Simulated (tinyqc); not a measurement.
Displacements against temperature: thermal displacements in the Debye model: Debye-Waller factors, bond-length spread and the Lindemann rule. Computed by tinyqc, a small Python program. Command: `OMP_NUM_THREADS=1 python tinyqc.py 3017428 3017429 out.jsonl debyewaller walk`. One thread of a shared host (Intel(R) Xeon(R) Processor @ 2.30GHz), about 0.01 s of CPU time with the checks.

A Debye spectrum with three branches of one velocity, cut at k_B Theta; 4 atoms per cube, nearest neighbours at d = 0.707107 a.

Inputs (values chosen for the exercise, modelled on nickel): atomic mass M = 58.69 u; Debye temperature Theta = 434 K; lattice constant a = 3.524 angstrom; temperature T = 450 K.

Structure: fcc.

reflection (h k l): [4, 2, 0]

Constants: hbar^2/u = 4.18015928e-03 eV angstrom^2; k_B = 8.617333262e-05 eV/K.

Method:
- <u_x^2> = (3 hbar^2/(2 M k_B Theta)) int_0^1 s coth(s Theta/(2T)) ds (64 Gauss-Legendre points); it tends to 3 hbar^2/(4 M k_B Theta) at T = 0 and to 3 hbar^2 T/(M k_B Theta^2) at high T.
- B = 8 pi^2 <u_x^2>.
- G = 2 pi sqrt(h^2 + k^2 + l^2)/a; the intensity is multiplied by exp(-2W), 2W = G^2 <u_x^2>; the loss goes into thermal diffuse scattering.
- Correlated Debye model: sigma^2 = (3 hbar^2/(M k_B Theta)) int_0^1 s coth(s Theta/(2T)) [1 - sin(s q_D R)/(s q_D R)] ds for two atoms at distance R, q_D = (6 pi^2 n)^(1/3), n atoms per volume; uncorrelated motion would give 2 <u_x^2>.
- The correlation is 1 - sigma^2/(2 <u_x^2>); exp(-2W) uses 2W = G^2 <u_x^2>.

|G| = 7.97368 1/angstrom

Displacements (angstrom^2):
```
T (K)    <u_x^2>   classical  sigma^2 at d  sigma^2 at 2d  exp(-2W)
13     0.0014368  1.7114e-04     0.0024596      0.0027245   0.91270
43     0.0015206  5.6606e-04     0.0024788      0.0027778   0.90785
87     0.0017966   0.0011453     0.0026628      0.0031233   0.89206
150    0.0024001   0.0019746     0.0032602      0.0040286   0.85848
240    0.0034375   0.0031594     0.0044350      0.0056652   0.80368
350    0.0048013   0.0046075     0.0060540      0.0078519   0.73693
520    0.0069770   0.0068454     0.0086881       0.011363   0.64173
780     0.010356    0.010268      0.012818       0.016833   0.51766
950     0.012578    0.012506      0.015543       0.020435   0.44945
```

The classical line is within 5 % from T = 350 K (T/Theta = 0.81) on. The correlation of nearest neighbours grows from 0.14 to 0.38, since thermal motion weights long waves, which move neighbours together, more than zero-point motion does; at 2d it ends at 0.19. The reflection keeps 91 % of its intensity at the lowest T and 45 % at the highest.

Extremes, crossings and ranges named in words are read from the listed rows.
